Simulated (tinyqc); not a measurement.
## Trap depth and cross-section from two peaks

Question. A DLTS peak lies where ew = sn g T^2 exp(-Et/kB T), g = vth Nc/(300 K)^2. Find Et and sn.

Parameters, values chosen for the exercise:
- Nc = 1.67e19 cm^-3 (conduction-band density of states at 300 K)
- vth = 1.9e7 cm/s (thermal velocity at 300 K)

Constants: q = 1.602176634e-19 C, kB = 1.380649e-23 J/K. Results are converted to the units shown.

peak temperatures for ew = 20 and 2000 1/s (K): 144.15888  181.54186

Solution. The slope of ln(ew/T^2) against q/kB T is -Et, and the intercept is ln(sn g).

Et = 0.250 eV
sn = 1.50e-16 cm^2

Program tinyqc, `OMP_NUM_THREADS=1 python tinyqc.py 2050038 2050039 out.jsonl`; Intel Xeon 2.30GHz, shared host, one thread, about 0.01 s.
